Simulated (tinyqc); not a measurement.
Thermal stress, cracking, delamination and buckling of a thin film; Griffith cracks and misfitting inclusions: one step, computed by the program tinyqc.

Isotropic linear elasticity; the substrate is much thicker than the film; stress is positive in tension.

Problem. Griffith crack in the substrate. Through crack of length 2a in plane strain: K_Ic = sqrt(2 gamma_s E_s/(1 - nu_s^2)); fracture stress = K_Ic/sqrt(pi a). An edge crack of depth a has K larger by 1.1215.

Inputs (values chosen for the exercise, modelled on a silicon nitride film on silicon):
```
quantity,value,unit
substrate Young's modulus E_s,145,GPa
substrate Poisson ratio nu_s,0.27,-
flaw half length a,0.1,micrometre
substrate surface energy gamma_s,1.4,J/m^2
```

Give: toughness K_Ic; fracture stress, inner crack; fracture stress, edge crack.

Solution.

toughness K_Ic = 0.6618 MPa m^0.5

fracture stress, inner crack = 1181 MPa

fracture stress, edge crack = 1053 MPa

The inner crack lowers the strength to 8.1 % of the ideal E_s/10.
